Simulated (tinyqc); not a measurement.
Off-state leakage of single and stacked transistors: one step of the calculation.

n-channel devices of unit width. Subthreshold current I(Vg, Vs, Vd) = I0 (T/300 K)^0.5 exp[(Vg - Vs - VT(T) - gb (Vs - Vb) + dd (Vd - Vs))/(nf Vt)] (1 - exp(-(Vd - Vs)/Vt)), VT(T) = VT - cT (T - 300 K). Gate-edge tunnelling Ig (Vd/1 V) exp(ag (Vd - 1 V)), for a gate at 0 V, and band-to-band leakage Ab u exp(-Bb/u), u = Vd - Vb + 1 V, flow at a drain held at V; both are taken as independent of T. In a stack of off transistors (all gates at 0 V) the same subthreshold current passes through each.

Task. Leakage of one transistor. Vg = Vs = 0, Vd = V; effective threshold VT(T) - gb Vb - dd V.

Parameters, values chosen for the exercise; values of the order met in bulk silicon logic transistors:
- T = 378 K (temperature)
- V = 0.7 V (supply voltage)
- VT = 0.31 V (threshold at 300 K, zero drain and body bias)
- cT = 0.9 mV/K (fall of the threshold with temperature)
- I0 = 0.52 uA/um (current at threshold at 300 K)
- nf = 1.21 (slope factor)
- dd = 0.1 (drain-induced lowering per volt)
- gb = 0.09 (rise of the threshold per volt of source-body bias)
- Ig = 1e-6 uA/um (gate-edge tunnelling current at 1 V)
- ag = 3.8 1/V (exponential slope of the gate current)
- Ab = 2 uA/(um V) (prefactor of band-to-band leakage at the drain)
- Bb = 18 V (its exponential voltage)
- Vb = 0 V (body voltage)

Constants: q = 1.602176634e-19 C, kB = 1.380649e-23 J/K, Vt = kB T/q. Results are converted to the units shown.

Give: effective threshold; parts; total; shares.

Result.

effective threshold = 0.1698 V
parts (nA/um): subthreshold 7.856, gate edge 2.239e-4, band-to-band 0.08572
total = 7.942 nA/um
shares (%): subthreshold 98.92, gate edge 0.002819, band-to-band 1.079

The subthreshold part is the largest.

Numbers from tinyqc (`OMP_NUM_THREADS=1 python tinyqc.py 2242243 2242244 out.jsonl`; about 0.03 s on one thread of a shared Intel Xeon 2.30GHz).
